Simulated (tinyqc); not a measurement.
Mirror strength against the number of periods: longitudinal sound in a periodic multilayer: transfer matrices, stop bands and folded phonons. Computed by tinyqc, a small Python program. Command: `OMP_NUM_THREADS=1 python tinyqc.py 3010180 3010181 out.jsonl multilayer walk`. One thread of a shared host (Intel(R) Xeon(R) Processor @ 2.30GHz), about 0.01 s of CPU time with the checks.

Layers 1 and 2 repeat with period d = d_1 + d_2; waves travel normal to the layers, without loss. State vector (u, s): displacement u and stress divided by omega. Impedances Z = rho v are in 1e6 kg/(m^2 s).

Inputs (values chosen for the exercise, modelled on silica (layer 1), silicon nitride (layer 2) and silicon (substrate)):

| quantity | value | unit |
|---|---|---|
| density rho_1 | 2.18 | g/cm^3 |
| velocity v_1 | 5900 | m/s |
| thickness d_1 | 505 | nm |
| density rho_2 | 3.05 | g/cm^3 |
| velocity v_2 | 9960 | m/s |
| thickness d_2 | 846 | nm |
| substrate density | 2.31 | g/cm^3 |
| substrate velocity | 8300 | m/s |
| frequency f | 1.79 | GHz |

Method:
- Z = rho v; interface reflection r = (Z_2 - Z_1)/(Z_2 + Z_1) (stress amplitude, from 1 into 2); Bragg frequency f_B = 1/[2 (d_1/v_1 + d_2/v_2)]; long-wave velocity v_eff = d/sqrt[(d_1/v_1)^2 + (d_2/v_2)^2 + (Z_1/Z_2 + Z_2/Z_1)(d_1/v_1)(d_2/v_2)].
- A layer maps (u, s) by [[cos p, sin p/Z], [-Z sin p, cos p]], p = 2 pi f d_i/v_i; one period is M = M_2 M_1, and cos(q d) = trace(M)/2.
- For N periods A = M^N. A wave comes from a thick layer of material 1 and leaves into the substrate (Z_s): transmitted power T = 4 Z_1 Z_s/|Z_1 A_22 + Z_s A_11 - i (Z_1 Z_s A_12 - A_21)|^2, reflected power R = 1 - T.

Bragg frequency f_B = 2.93198 GHz

Z_2 = 30.378

Z_1 = 12.862

Z of the substrate = 19.173

trace(M)/2 = -0.603336

Transmitted power:

| N | T at f_B | T at f_B (dB) | T at f |
|---|---|---|---|
| 1 | 0.66564 | -1.7676 | 0.74165 |
| 2 | 0.17451 | -7.5819 | 0.55247 |
| 3 | 0.033771 | -14.715 | 0.79940 |
| 4 | 0.0061397 | -22.119 | 0.91461 |
| 6 | 1.9791e-04 | -37.035 | 0.64724 |
| 8 | 6.3610e-06 | -51.965 | 0.67023 |
| 12 | 6.5701e-09 | -81.824 | 0.55572 |
| 16 | 6.7861e-12 | -111.68 | 0.59569 |
| 24 | 7.2395e-18 | -171.40 | 0.99377 |

What does the comparison show, and why?

At f_B each further period removes 7.46 dB at large N, which is 20 log10 of the impedance ratio, 7.47 dB, as for a quarter-wave stack; 99 % reflection needs N = 4 among these rows. At f, in a pass band, T does not decay with N. Values below about 1e-6 belong to the ideal stack: roughness and scattering into other modes, left out here, set a floor in a real one.
